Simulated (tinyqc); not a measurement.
Inside a calculation: band edges of strained Si(1-x)Ge(x) on relaxed Si(1-y)Ge(y). Values are carried at full precision from step to step, so a last printed digit may differ when a step is redone from the rounded ones.

Values are linear in the Ge fraction but for ED(x) = linear - CD x (1 - x) and a(x) = linear - Ca x (1 - x). Energies are on the common scale of Ev.

Inputs chosen for the exercise (end members near Si and Ge, in this order; not measured data): a = (5.426, 5.661) angstrom (lattice constant); Dso = (0.044, 0.294) eV (spin-orbit splitting); av = (2.48, 1.23) eV (valence hydrostatic potential); b = (-2.09, -2.55) eV (tetragonal shear potential); d = (-4.81, -5.22) eV (trigonal shear potential); C11 = (166.6, 130.3) GPa; C12 = (63.1, 48.4) GPa; C44 = (80, 66.3) GPa; Ev = (0, 0.68) eV (top of the unstrained valence band); ED = (1.15, 0.913) eV (gap to the Delta valleys); EL = (1.97, 0.725) eV (gap to the L valleys); aD = (1.73, 1.43) eV (hydrostatic potential of the Delta gap); aL = (-3.23, -2.69) eV (hydrostatic potential of the L gap); XuD = (9.45, 9.39) eV (uniaxial potential, Delta); XuL = (16.39, 15.03) eV (uniaxial potential, L); CD = 0.226 eV (bowing of the Delta gap); Ca = 0.024 angstrom (bowing of the lattice constant); x = 0.37 (Ge fraction of the layer); y = 0 (Ge fraction of the relaxed buffer); face = 001 (growth face).

## Values of the layer and the buffer

Interpolate at x and at y.

Interpolated values (a in angstrom, C11, C12, C44 in GPa, all else in eV):
```
symbol,layer,buffer
a,5.5074,5.4260
Dso,0.1365,0.0440
av,2.0175,2.4800
b,-2.2602,-2.0900
d,-4.9617,-4.8100
C11,153.1690,166.6000
C12,57.6610,63.1000
C44,74.9310,80.0000
Ev,0.2516,0.0000
ED,1.0096,1.1500
EL,1.5093,1.9700
aD,1.6190,1.7300
aL,-3.0302,-3.2300
XuD,9.4278,9.4500
XuL,15.8868,16.3900
```

## Strain of the layer on a (001) buffer

Coherent growth on a (001) face: e_par = (a(y) - a(x))/a(x), e_perp = -2 (C12/C11) e_par; exx = eyy = e_par, ezz = e_perp, no shear.

Use the elastic constants of the layer.

e_par = -0.014772
e_perp = 0.011122

strain tensor in the cubic axes:
```
,x,y,z
x,-0.014772,0.000000,0.000000
y,0.000000,-0.014772,0.000000
z,0.000000,0.000000,0.011122
```

The layer is under compression in the plane; its volume changes by -1.842 %.

## Conduction valleys of the layer

A valley with unit axis u lies at Ev + gap + (av + a_valley) tr(e) + Xu (u.e.u - tr(e)/3); the Delta axes are x, y, z and the L axes [111], [1-1-1], [-11-1], [-1-11]. The second-order shift of the Delta valleys under shear is left out; it lowers the pair normal to the sheared plane by tens of meV at a shear of 1 %.

Give the hydrostatic shifts, the uniaxial shifts and the edges.

hydrostatic shifts of Delta and L (eV): -0.0670  0.0187

uniaxial shifts (eV): Delta x -0.0814, Delta y -0.0814, Delta z 0.1628, L [111] 0.0000, L [1-1-1] 0.0000, L [-11-1] 0.0000, L [-1-11] 0.0000

valley edges (eV): Delta x 1.1129, Delta y 1.1129, Delta z 1.3570, L [111] 1.7796, L [1-1-1] 1.7796, L [-11-1] 1.7796, L [-1-11] 1.7796

The lowest set is Delta4 (the digit counts whole valleys) at 1.1129 eV; the Delta valleys spread over 244 meV and the L valleys over 0 meV.

## Valence edges of the layer

Valence edges: Ev plus the levels of the 6 x 6 matrix of X, Y, Z times spin with -Dso/3 + l exx + m (eyy + ezz) on the diagonal (cyclic), n exy off it, l = av + 2 b, m = av - b, n = sqrt(3) d. Spin-orbit term (Dso/3) L.sigma on X, Y, Z with (L_k)_ij = -i epsilon_kij: <X+|H|Y+> = -i Dso/3, <X+|H|Z-> = Dso/3, <Y+|H|Z-> = -i Dso/3, <Z+|H|X-> = -Dso/3, <Z+|H|Y-> = i Dso/3, <X-|H|Y-> = i Dso/3, and their conjugates; + and - are the spin along z.

Give the strain block and the three twofold edges.

strain block (eV):
```
,X,Y,Z
X,0.0214,0,0
Y,0,0.0214,0
Z,0,0,-0.1542
```

edges from the top (eV): 0.2730  0.2084  0.0254

The top two edges are split by 65 meV.

## Gap and offsets against the buffer

Buffer: Ev(y) and Ec = Ev(y) + min(ED, EL). dEc = Ec(buffer) - Ec(layer), dEv = Ev(layer) - Ev(buffer); positive values confine the carrier in the layer; type I if both have one sign.

gap of the strained layer = 0.8399 eV
gap of the buffer = 1.1500 eV
dEc = 0.0371 eV
dEv = 0.2730 eV

Type I: electrons collect in the layer (37 meV) and holes in the layer (273 meV). The relaxed layer would have a gap of 1.010 eV, so strain has moved it by -170 meV. An offset this small is within the spread of published parameter sets, so the type is not settled by this model.

## Checks

- Mean of the three Delta edges against the hydrostatic shift alone (eV): both 1.19424.

Computed by tinyqc, a small Python program: `OMP_NUM_THREADS=1 python tinyqc.py 1051059 1051060 out.jsonl` (the numbers bound the seed that draws the inputs); one thread of a shared host (Intel(R) Xeon(R) Processor @ 2.30GHz), about 0.02 s for the whole set of steps.
